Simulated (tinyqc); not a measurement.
## Haynes-Shockley experiment: what a collector records, against the sweep field along the drift

A sheet injected at x = 0, t = 0 gives at x = L the signal n(t) = N0 exp(-t/tau - (L - v t)^2/(4 D t))/sqrt(4 pi D t), D = mu Vt, v = mu F. Its peak lies at tp = [-D + sqrt(D^2 + u^2 L^2)]/u^2, u^2 = v^2 + 4 D/tau; dt is the full width at half height. Simple readings: mobility L/(F tp), diffusion coefficient (L dt/tp)^2/(16 ln 2 tp). Area v times the integral of n over N0: (v/u) exp(L (v - u)/(2 D)).

Inputs (values chosen for the exercise): temperature T = 300 K; minority-carrier mobility mu = 474 cm^2/(V s); lifetime tau = 1.3e-6 s; distance from injector to collector L = 330 um.

Constants: q = 1.602176634e-19 C, kB = 1.380649e-23 J/K, Vt = kB T/q. Results are converted to the units shown.

Result of one run:
```
L/v (us)  tp (us)  dt (us)  apparent mobility (cm^2/(V s))  apparent D (cm^2/s)     area  exp(-L/(v tau))
6.329       3.912    2.843                           766.8                13.25  0.01411         0.007685
```

Which sweep field along the drift F gave this result: 6.2, 11, 19, 57 or 99 V/cm?

F = 11 V/cm.

The whole series:
```
F (V/cm)  L/v (us)  tp (us)  dt (us)  apparent mobility (cm^2/(V s))  apparent D (cm^2/s)      area  exp(-L/(v tau))
6.2          11.23    4.590    3.639                            1159                13.45  0.002360         1.773e-4
11           6.329    3.912    2.843                           766.8                13.25   0.01411         0.007685
19           3.664    2.926    1.820                           593.6                12.98   0.06449          0.05969
33           2.110    1.921   0.9583                           520.6                12.72    0.1947           0.1973
57           1.221    1.175   0.4552                           492.6                12.54    0.3856           0.3908
99          0.7032   0.6918   0.2046                           481.8                12.42    0.5786           0.5822
170         0.4095   0.4065  0.09190                           477.6                12.35    0.7280           0.7298
300         0.2321   0.2312  0.03937                           475.7                12.31    0.8358           0.8365
```

True values: mu = 474 cm^2/(V s), D = 12.3 cm^2/s. The apparent mobility is 2.45 times the true one in the first row and 0.35 % above it in the last, and the apparent D 9.7 % above and 0.44 % above D. The peak always comes before L/v, since spreading and decay both weigh down the later part of the signal; the shift is 59 % and 0.35 % in these rows.

tinyqc, about 0.01 s, one thread, Intel Xeon 2.30GHz (shared host): `OMP_NUM_THREADS=1 python tinyqc.py 2310117 2310118 out.jsonl`
